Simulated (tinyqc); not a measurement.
Lifetime against injection: carrier lifetime from Shockley-Read-Hall, radiative, Auger and surface recombination. Computed by tinyqc, a small Python program. Command: `OMP_NUM_THREADS=1 python tinyqc.py 3003795 3003796 out.jsonl lifetime walk`. One thread of a shared host (Intel(R) Xeon(R) Processor @ 2.30GHz), about 0.02 s of CPU time with the checks.

Energies are counted from the top of the valence band. Boltzmann statistics, full ionisation, and equal excess densities of electrons and holes.

Inputs (values chosen for the exercise, with bands modelled on InP):

| quantity | value | unit |
|---|---|---|
| gap E_g | 1.36 | eV |
| electron mass m_e | 0.0764 | m_0 |
| valleys M_c | 1 | - |
| hole mass m_h | 0.61 | m_0 |
| temperature T | 350 | K |
| doping N | 2.3e+18 | cm^-3 |
| trap level E_t | 0.564 | eV |
| trap density N_t | 2.6e+13 | cm^-3 |
| electron cross-section sigma_n | 5.8e-15 | cm^2 |
| hole cross-section sigma_p | 7.2e-17 | cm^2 |
| radiative coefficient B | 3.7e-11 | cm^3/s |
| Auger coefficient C_n | 2.8e-31 | cm^6/s |
| Auger coefficient C_p | 3.3e-31 | cm^6/s |
| diffusion coefficient D | 3.7 | cm^2/s |
| surface velocity S | 550 | cm/s |
| thickness W | 420 | micrometre |

Doping: p-type. Surface term: two equal surfaces.

Constants: m_0 = 9.1093837015e-31 kg; k_B = 1.380649e-23 J/K; h = 6.62607015e-34 J s; k_B = 8.617333262e-05 eV/K.

Method:
- N_c = 2 M_c (2 pi m_e k_B T/h^2)^(3/2) and N_v = 2 (2 pi m_h k_B T/h^2)^(3/2), masses in units of m_0.
- n_i = sqrt(N_c N_v) exp(-E_g/2 k_B T); majority density N/2 + sqrt(N^2/4 + n_i^2), minority density n_i^2 over it.
- v = sqrt(3 k_B T/m) with m_e or m_h; tau_n0 = 1/(sigma_n v_n N_t), tau_p0 = 1/(sigma_p v_p N_t); n1 = N_c exp(-(E_g - E_t)/k_B T), p1 = N_v exp(-E_t/k_B T).
- The slowest diffusion mode has x tan x = S W/(2 D) with 0 < x < pi/2 (bisection), and tau_s = W^2/(4 x^2 D). The common approximation is W/(2 S) + W^2/(pi^2 D).
- With n = n_0 + dn, p = p_0 + dn and U/dn = 1/tau: (n p - n_i^2)/dn = n_0 + p_0 + dn = s; 1/tau_SRH = s/[tau_p0 (n + n1) + tau_n0 (p + p1)]; 1/tau_rad = B s; 1/tau_Aug = (C_n n + C_p p) s; the rates add, with 1/tau_s.
- Rows stop below half the smaller effective density of states.

N_c = 6.67778e+17 cm^-3

N_v = 1.50656e+19 cm^-3

n_0 = 0.114223 cm^-3

p_0 = 2.30e+18 cm^-3

tau_p0 = 3.30725e-05 s

n1 = 2.30535e+06 cm^-3

tau_n0 = 1.45296e-07 s

p1 = 1.13958e+11 cm^-3

tau_s = 8.23623e-05 s

Lifetimes (s):

| dn (cm^-3) | SRH | radiative | Auger | effective | radiative efficiency | fastest channel |
|---|---|---|---|---|---|---|
| 1.00e+10 | 1.4530e-07 | 1.1751e-08 | 5.7284e-07 | 1.0668e-08 | 0.90783 | radiative |
| 1.00e+11 | 1.4530e-07 | 1.1751e-08 | 5.7284e-07 | 1.0668e-08 | 0.90783 | radiative |
| 1.00e+12 | 1.4531e-07 | 1.1751e-08 | 5.7284e-07 | 1.0668e-08 | 0.90783 | radiative |
| 1.00e+13 | 1.4544e-07 | 1.1751e-08 | 5.7283e-07 | 1.0668e-08 | 0.90789 | radiative |
| 1.00e+14 | 1.4673e-07 | 1.1750e-08 | 5.7277e-07 | 1.0675e-08 | 0.90848 | radiative |
| 1.00e+15 | 1.5967e-07 | 1.1746e-08 | 5.7213e-07 | 1.0734e-08 | 0.91388 | radiative |
| 1.00e+16 | 2.8847e-07 | 1.1700e-08 | 5.6581e-07 | 1.1023e-08 | 0.94217 | radiative |
| 1.00e+17 | 1.5233e-06 | 1.1261e-08 | 5.0813e-07 | 1.0937e-08 | 0.97116 | radiative |

What follows from these numbers?

tau_SRH goes from 1.45e-7 s at low injection (the minority capture time, 1.45e-7 s) to 1.52e-6 s in the last row; at high injection it tends to tau_n0 + tau_p0 = 3.32e-5 s. Ruling channel by row: radiative from 1e10 cm^-3. Caution: the doping is near the effective density of states, where Boltzmann statistics fail and the gap narrows. Caution: the layer is thicker than two bulk diffusion lengths: adding 1/tau_s describes the late decay, and understates the surface loss in a steady state.
